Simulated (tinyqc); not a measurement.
Inside a calculation. Method: plane-wave Kohn-Sham cycle with exchange-only LDA in a layered model solid. One step of it, computed by the program tinyqc.

Task: Iteration 2: Hamiltonian at one k. H(m,m') = (k + G_m)^2/2 delta + V(G_m - G_m'), with V(-G) = V(G).

A solid whose potential varies along x alone (atomic units):
```
parameter                      value
period a                    5.600000
cross-section of the cell  26.000000
electrons per cell                 4
grid points                       16
plane waves -n..n, n               2
k points                           1
V1 in V1 cos(2 pi x/a)     -0.710000
V2 in V2 cos(4 pi x/a)     -0.190000
```

V(G_m), m = 0, 1, 2, ... (hartree): -0.294820  -0.328439  -0.092227  0.002857  0.000133

k = 0.000000 2 pi / a

Give: H.

Result:

H (hartree), lower triangle:
```
        -2      -1      +0      +1     +2
-2   2.223
-1  -0.328   0.335
+0  -0.092  -0.328  -0.295
+1   0.003  -0.092  -0.328   0.335
+2   0.000   0.003  -0.092  -0.328  2.223
```
